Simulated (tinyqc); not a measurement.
What moves the results: density of states of one tight-binding band on the simple cubic lattice. A value that a table varies takes the place of the one given here.

E(k) = -2 t (c1 + c2 + c3) - 4 t2 (c1 c2 + c2 c3 + c3 c1) with ci = cos(2 pi ki); k in fractions of the reciprocal vectors, mesh k_i = j/N with j = 0 .. N-1. Densities are per cell and per spin, so the band holds one state.

Each cube of the mesh, corners numbered 0 to 7 as the binary number (i j l), is cut into six tetrahedra around the diagonal 0-7: 0137, 0157, 0237, 0267, 0457, 0467. For corner energies e1 <= e2 <= e3 <= e4 and eij = ei - ej, the share of the tetrahedron below E is n = (E - e1)^3/(e21 e31 e41) for e1 < E < e2; n = [e21^2 + 3 e21 x + 3 x^2 - (e31 + e42) x^3/(e32 e42)]/(e31 e41) with x = E - e2 for e2 < E < e3; n = 1 - (e4 - E)^3/(e41 e42 e43) for e3 < E < e4; its density of states is g = dn/dE.

Gaussian broadening: g(E) = mean over the mesh of exp(-(E - E_k)^2/(2 sigma^2))/(sigma sqrt(2 pi)), n(E) = mean of erfc((E_k - E)/(sigma sqrt 2))/2.

Parameters, chosen for this exercise: t = 1.44 eV (nearest hopping); t2 = 0.13 eV (second hopping); N2 = 10 (mesh points along each axis in this comparison); sigma = 0.288 eV (Gaussian width); E = 3.43 eV (energy at which the density is wanted).

## Three ways to the same curve

N = N2 here; the reference is the linear method with N = 36.

g(E) (1/eV):
```
E (eV)  reference  linear tetrahedra  Gaussian, sigma  Gaussian, sigma/4  reference n(E)
-8.628      0.013              0.012            0.017              0.029           0.013
-7.057      0.022              0.022            0.026              0.000           0.040
-5.487      0.032              0.032            0.010              0.000           0.082
-3.916      0.048              0.049            0.046              0.088           0.145
-2.345      0.093              0.089            0.125              0.197           0.243
-0.774      0.097              0.101            0.140              0.139           0.393
0.797       0.101              0.103            0.123              0.268           0.548
2.368       0.107              0.108            0.127              0.299           0.711
3.939       0.075              0.074            0.093              0.023           0.872
5.510       0.041              0.040            0.044              0.032           0.960
```

Root-mean-square errors against the reference: 0.0021 for linear tetrahedra, 0.0213 for sigma and 0.0913 for sigma/4. The narrow Gaussian is worse than the wide one, because it resolves the separate mesh levels. The reference is highest at 2.368 eV of the energies listed, and half filling lies between -0.774 and 0.797 eV.

## Convergence with the mesh

At the energy E; the plain count is the share of mesh points below E; the reference is the linear method with N = 36.

Results:
```
N   points  g linear  n linear  g Gaussian  n Gaussian  n plain count
4       64    0.0862    0.8853      0.1065      0.8639         0.8906
6      216    0.0895    0.8561      0.0840      0.8344         0.8472
8      512    0.0927    0.8443      0.0830      0.8241         0.8301
12    1728    0.0966    0.8351      0.0860      0.8228         0.8200
16    4096    0.0987    0.8317      0.0954      0.8243         0.8186
20    8000    0.0999    0.8301      0.0993      0.8248         0.8191
```

reference n and g: 0.8281  0.1024

The linear n(E) stays within 0.002 of the reference from N = 20 on. The Gaussian g still moves by more than 1 % between the last two meshes. At the last mesh it lies -0.003 1/eV from the reference g and the linear g -0.003. The plain count errs by -0.0090 at the last mesh.

## Critical points

The gradient vanishes at these points by symmetry; the signs of the eigenvalues of the second-derivative matrix give the type.

Critical points:
```
point                k    E (eV)  positive  negative     type
Gamma        (0, 0, 0)  -10.2000         3         0  minimum
X          (0.5, 0, 0)   -2.3600         2         1   saddle
M        (0.5, 0.5, 0)    3.4000         1         2   saddle
R      (0.5, 0.5, 0.5)    7.0800         0         3  maximum
```

Gamma is a minimum at -10.200 eV: its contribution to g starts as a square root. X is a saddle at -2.360 eV: g has a square-root kink there. M is a saddle at 3.400 eV: g has a square-root kink there. R is a maximum at 7.080 eV: its contribution to g ends as a square root.

## What moves the count of states

Linear method and Gaussian sum with N = 14. Each row changes one parameter from the base and keeps the others.

Results:
```
case              n linear  g linear (1/eV)  n Gaussian  g Gaussian (1/eV)
base                0.8331           0.0978      0.8237             0.0911
t = 1.584 eV        0.8003           0.1048      0.7966             0.0930
E = 3.574 eV        0.8463           0.0877      0.8371             0.0950
sigma = 0.576 eV    0.8331           0.0978      0.8209             0.0946
t2 = 0.202 eV       0.8271           0.1271      0.8186             0.1151
```

The largest shifts from the base row, up to three for each result and ties (the steps differ in size, so this ranks the rows, not the parameters). n linear: t -0.0328, E +0.0133, t2 -0.0060; unchanged at the printed digits by sigma. g linear (1/eV): t2 +0.0294, E -0.0100, t +0.0070; unchanged at the printed digits by sigma. n Gaussian: t -0.0271, E +0.0134, t2 -0.0051. g Gaussian (1/eV): t2 +0.0240, E +0.0038, sigma +0.0035.

Computed by tinyqc, a small Python program: `OMP_NUM_THREADS=1 python tinyqc.py 1650518 1650519 out.jsonl` (the numbers bound the seed that draws the inputs); one thread of a shared host (Intel(R) Xeon(R) Processor @ 2.30GHz), about 0.2 s for the whole set of steps.
